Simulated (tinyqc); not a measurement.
# Changing the scale factor s of the disorder

Model: kinetic Monte Carlo and master equation for a particle on a ring of sites with traps and bias. Computed by tinyqc, a small Python program. Command: `OMP_NUM_THREADS=1 python tinyqc.py 3007660 3007661 out.jsonl kmc sweep`. One thread of a shared host (Intel(R) Xeon(R) Processor @ 2.30GHz), about 0.01 s of CPU time with the checks.

6 sites on a ring, numbered 1 to 6. The saddle between i and i+1 lies at E0 + s b_i and site i at s eps_i; a force F tilts the landscape, with the saddle half-way.

Inputs (values chosen for the exercise, for a model defect):
```
quantity                  value         unit
reference barrier E0       0.49           eV
attempt frequency nu        1.8          THz
temperature T               340            K
site spacing a              3.3     angstrom
force F along the ring  0.00097  eV/angstrom
```

Disorder: site traps.

site energies eps_i (eV): -0.081  -0.036  -0.022  0  -0.024  -0.028

saddle shifts b_i between sites i and i+1 (eV): 0  0  0  0  0  0

Constants: k_B = 8.617333262e-05 eV/K.

Method:
- Rates: k(i to i+1) = nu exp(-(E0 + s b_i - s eps_i - F a/2)/(k_B T)), k(i to i-1) = nu exp(-(E0 + s b_(i-1) - s eps_i + F a/2)/(k_B T)).
- Share right = k right/(k right + k left); mean stay = 1/(k right + k left).
- Master equation dP/dt = W P, W_(i+1,i) = k right, W_(i-1,i) = k left, columns summing to zero. The steady state is its null vector; drift v = a sum P_i (k right - k left). D = a^2 lambda''(0)/2, where lambda(q) is the leading eigenvalue of W with right hops weighted by exp(q) and left hops by exp(-q).
- The slowest relaxation rate is minus the real part of the next eigenvalue of W. 1 angstrom = 1e-8 cm.
- At zero force D0 = a^2 nu exp(-E0/(k_B T)) / [<exp(-s eps/(k_B T))> <exp(s b/(k_B T))>], with means over the ring; Einstein relation v = D0 F/(k_B T); 1 angstrom = 1e-8 cm.

One run for each value; columns: (1) scale factor s of the disorder; (2) D0 over the value without disorder; (3) drift velocity v (cm/s); (4) slowest relaxation rate (1/s):
```
(1)       (2)         (3)    (4)
0.10  0.89381  3.1657e-04  87984
0.25  0.74449  2.6368e-04  73830
0.50  0.52600  1.8630e-04  49623
1.00  0.21996  7.7907e-05  22361
1.50  0.07385  2.6155e-05  11402
2.00  0.02135  7.5621e-06   6391
2.50  0.00571  2.0209e-06   3728
```

Give the missing row, scale factor s of the disorder = 0.75.

Computed row; columns: (1) scale factor s of the disorder; (2) D0 over the value without disorder; (3) drift velocity v (cm/s); (4) slowest relaxation rate (1/s):
```
(1)       (2)         (3)    (4)
0.75  0.35051  1.2414e-04  32826
```

Interpolating between the two neighbouring rows (the first column on a logarithmic scale, the others too where they are positive) misses most in drift velocity v (cm/s), by 9.9 %. Over the rows, D0 over the value without disorder falls from 0.894 to 0.00571 (exponent d ln y / d ln x -0.20 between the first rows and -5.9 between the last); drift velocity v (cm/s) falls from 3.17e-4 to 2.02e-6 (exponent d ln y / d ln x -0.20 between the first rows and -5.9 between the last); slowest relaxation rate (1/s) falls from 88000 to 3730 (exponent d ln y / d ln x -0.19 between the first rows and -2.4 between the last). For the drift and D0, to first order in s only the mean of b - eps acts; beyond that high saddles and deep sites weigh most in the two averages.

Extremes, crossings and ranges named in words are read from the listed rows.
